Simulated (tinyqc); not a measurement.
Read current of a NAND string, cells in series solved by shooting: one step of the calculation.

Cells in series, numbered from 0 at the source line (0 V) to the bit line, each followed by a gap resistance Rg. A cell with gate Vg, threshold VT, source Vs and drain Vd passes I = 2 nf K Vt^2 [F(Vs) - F(Vd)]/(1 + th max(Vg - VT, 0)), F(V) = ln^2(1 + exp((Vg - VT - nf V)/(2 nf Vt))). The selected cell has Vg = Vr, the others Vg = Vp.

Question. Node voltages for a trial current. For a trial current I start at 0 V and, cell by cell (the selected one is cell 5), solve for the drain: sqrt(F(Vd)) = sqrt(F(Vs) - I/k), k = 2 nf K Vt^2/(1 + th max(Vg - VT, 0)), Vd = [Vg - VT - 2 nf Vt ln(exp(sqrt F) - 1)]/nf, then add I Rg.

Inputs (values chosen for the exercise); values of the order met in vertical NAND strings:
```
symbol,value,unit,meaning
T,358,K,temperature
K,4.3,uA/V^2,gain factor of a cell
nf,1.9,,slope factor
th,0.04,1/V,mobility reduction factor
Rg,12,kohm,resistance of the gap between cells
Vbl,0.7,V,bit-line voltage
Vp,7.1,V,pass voltage
Vr,2.85,V,read voltage on the selected word line
```

Constants: q = 1.602176634e-19 C, kB = 1.380649e-23 J/K, Vt = kB T/q. Results are converted to the units shown.

second trial current = 0.97 uA
thresholds from the source end, cell 0 to 5 (V): [-1.9, -1.9, 3.4, 3.4, -1.9, 1.1]

Wanted: node voltage after each cell and gap, trial 2.

Answer.

node voltage after each cell and gap, trial 2, cell 0 to 5 (V): [0.045851, 0.092040, 0.17866, 0.26912, 0.31704, 0.60017]

Program tinyqc, `OMP_NUM_THREADS=1 python tinyqc.py 2142056 2142057 out.jsonl`; Intel Xeon 2.30GHz, shared host, one thread, about 0.5 s.
